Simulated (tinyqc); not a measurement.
Worked calculation: plane-wave Kohn-Sham cycle with exchange-only LDA in a layered model solid. Computed by tinyqc, a small Python program that keeps every step. Settings: points = 16, plane-wave index or count = 2, electrons = 4, k points = 3, area = 17.0, mixing = 0.3, iteration cap = 75. Command: `OMP_NUM_THREADS=1 python tinyqc.py 24997 24998 out.jsonl` (the two numbers bound the seeds that draw the settings). One thread of a shared host (Intel(R) Xeon(R) Processor @ 2.60GHz), about 0.02 s of CPU time with the checks. Later iterations appear only in the table of the cycle.

## Iteration 1: potential

A solid whose potential varies along x alone (atomic units):
```
parameter                      value
period a                   10.000000
cross-section of the cell  17.000000
electrons per cell                 4
grid points                       16
plane waves -n..n, n               2
k points                           3
V1 in V1 cos(2 pi x/a)     -0.550000
```

density at the start, on the grid x_j = j a/N (e/bohr^3): 0.02352941  0.02352941  0.02352941  0.02352941  0.02352941  0.02352941  0.02352941  0.02352941  0.02352941  0.02352941  0.02352941  0.02352941  0.02352941  0.02352941  0.02352941  0.02352941

V_H(G) = 4 pi rho(G)/G^2 for G != 0 (uniform background); v_x = -(3 rho/pi)^(1/3); V = V_ext + V_H + v_x; Fourier components f(G_m) = (1/N) sum_j f(x_j) exp(-i G_m x_j).

Potentials on the grid (hartree):
```
x             V_ext       V_H        v_x          V
0.000000  -0.550000  0.000000  -0.282181  -0.832181
0.625000  -0.508134  0.000000  -0.282181  -0.790315
1.250000  -0.388909  0.000000  -0.282181  -0.671090
1.875000  -0.210476  0.000000  -0.282181  -0.492657
2.500000          0  0.000000  -0.282181  -0.282181
3.125000   0.210476  0.000000  -0.282181  -0.071705
3.750000   0.388909  0.000000  -0.282181   0.106728
4.375000   0.508134  0.000000  -0.282181   0.225953
5.000000   0.550000  0.000000  -0.282181   0.267819
5.625000   0.508134  0.000000  -0.282181   0.225953
6.250000   0.388909  0.000000  -0.282181   0.106728
6.875000   0.210476  0.000000  -0.282181  -0.071705
7.500000          0  0.000000  -0.282181  -0.282181
8.125000  -0.210476  0.000000  -0.282181  -0.492657
8.750000  -0.388909  0.000000  -0.282181  -0.671090
9.375000  -0.508134  0.000000  -0.282181  -0.790315
```

V(G_m), m = 0, 1, 2, ... (hartree): -0.282181  -0.275000  0.000000  0.000000  0.000000

## Iteration 1: Hamiltonian at one k

k = 0.000000 2 pi / a

H(m,m') = (k + G_m)^2/2 delta + V(G_m - G_m'), with V(-G) = V(G).

H (hartree), lower triangle:
```
           -2         -1         +0         +1        +2
-2   0.507388
-1  -0.275000  -0.084789
+0   0.000000  -0.275000  -0.282181
+1   0.000000   0.000000  -0.275000  -0.084789
+2   0.000000   0.000000   0.000000  -0.275000  0.507388
```

## Iteration 1: levels at that k

Diagonalise the Hermitian matrix.

eigenvalues (hartree): -0.611565  -0.192796  0.110231  0.615395  0.641751

## Iteration 1: new density

Motion across x is left out: the lowest 2 band(s) hold two electrons at each of the k points (j + 1/2)/nk - 1/2. Residual R = rho(out) - rho(in); rho(new) = rho(in) + 0.3 R. rho(out) = 2/(a A nk) sum |psi|^2 with psi = sum c exp(i G x). Harris energy E = band energy - dV sum rho (V_H/2 + v_x) + (3/4) dV sum rho v_x with rho(in), dV = a A/N, band energy = (2/nk) sum of the filled levels.

rho(out) (e/bohr^3): 0.04129670  0.04409016  0.04632991  0.03907702  0.02388736  0.01010333  0.00301332  0.00084713  0.00047741  0.00084713  0.00301332  0.01010333  0.02388736  0.03907702  0.04632991  0.04409016

density after iteration 1 (e/bohr^3): 0.02885960  0.02969764  0.03036956  0.02819370  0.02363680  0.01950159  0.01737458  0.01672473  0.01661381  0.01672473  0.01737458  0.01950159  0.02363680  0.02819370  0.03036956  0.02969764

energy per cell = -1.32929466 hartree

## Iteration 2: potential

As before.

Potentials on the grid (hartree):
```
x             V_ext        V_H        v_x          V
0.000000  -0.550000   0.234009  -0.302056  -0.618047
0.625000  -0.508134   0.220536  -0.304952  -0.592549
1.250000  -0.388909   0.176833  -0.307234  -0.519310
1.875000  -0.210476   0.100799  -0.299715  -0.409391
2.500000          0   0.002900  -0.282609  -0.279710
3.125000   0.210476  -0.095734  -0.265062  -0.150320
3.750000   0.388909  -0.175470  -0.255052  -0.041613
4.375000   0.508134  -0.225601  -0.251832   0.030701
5.000000   0.550000  -0.242535  -0.251274   0.056191
5.625000   0.508134  -0.225601  -0.251832   0.030701
6.250000   0.388909  -0.175470  -0.255052  -0.041613
6.875000   0.210476  -0.095734  -0.265062  -0.150320
7.500000          0   0.002900  -0.282609  -0.279710
8.125000  -0.210476   0.100799  -0.299715  -0.409391
8.750000  -0.388909   0.176833  -0.307234  -0.519310
9.375000  -0.508134   0.220536  -0.304952  -0.592549
```

V(G_m), m = 0, 1, 2, ... (hartree): -0.280390  -0.168732  -0.000341  0.000188  0.000036

## Iteration 2: Hamiltonian at one k

k = 0.000000 2 pi / a

As before.

H (hartree), lower triangle:
```
           -2         -1         +0         +1        +2
-2   0.509178
-1  -0.168732  -0.082998
+0  -0.000341  -0.168732  -0.280390
+1   0.000188  -0.000341  -0.168732  -0.082998
+2   0.000036   0.000188  -0.000341  -0.168732  0.509178
```

## Iteration 2: levels at that k

As before.

eigenvalues (hartree): -0.449638  -0.127478  0.036508  0.553964  0.558615

## Iteration 2: new density

As before.

rho(out) (e/bohr^3): 0.03692754  0.03887325  0.04087720  0.03679811  0.02635027  0.01492990  0.00714313  0.00351639  0.00256656  0.00351639  0.00714313  0.01492990  0.02635027  0.03679811  0.04087720  0.03887325

density after iteration 2 (e/bohr^3): 0.03127998  0.03245032  0.03352185  0.03077502  0.02445084  0.01813008  0.01430515  0.01276223  0.01239964  0.01276223  0.01430515  0.01813008  0.02445084  0.03077502  0.03352185  0.03245032

energy per cell = -0.97635009 hartree

## Convergence

Stop when sqrt(dV sum R^2) is below 1e-8, dV = a A/N.

Course of the cycle:
```
iteration  E (hartree)  norm of the residual
1          -1.32929466              2.41e-01
2          -0.97635009              1.23e-01
3          -0.89665394              4.69e-02
4          -0.88751370              1.91e-02
5          -0.88678427              1.10e-02
6          -0.88669952              7.25e-03
7          -0.88667812              4.89e-03
8          -0.88667055              3.31e-03
9          -0.88666775              2.25e-03
10         -0.88666673              1.54e-03
11         -0.88666637              1.05e-03
...                ...                   ...
34         -0.88666622              2.80e-07
35         -0.88666622              1.97e-07
36         -0.88666622              1.39e-07
37         -0.88666622              9.75e-08
38         -0.88666622              6.86e-08
39         -0.88666622              4.83e-08
40         -0.88666622              3.40e-08
41         -0.88666622              2.39e-08
42         -0.88666622              1.68e-08
43         -0.88666622              1.18e-08
44         -0.88666622              8.32e-09
```

Converged in 44 iterations. Before convergence this energy mixes input and output and is not variational, so it may rise towards its limit.
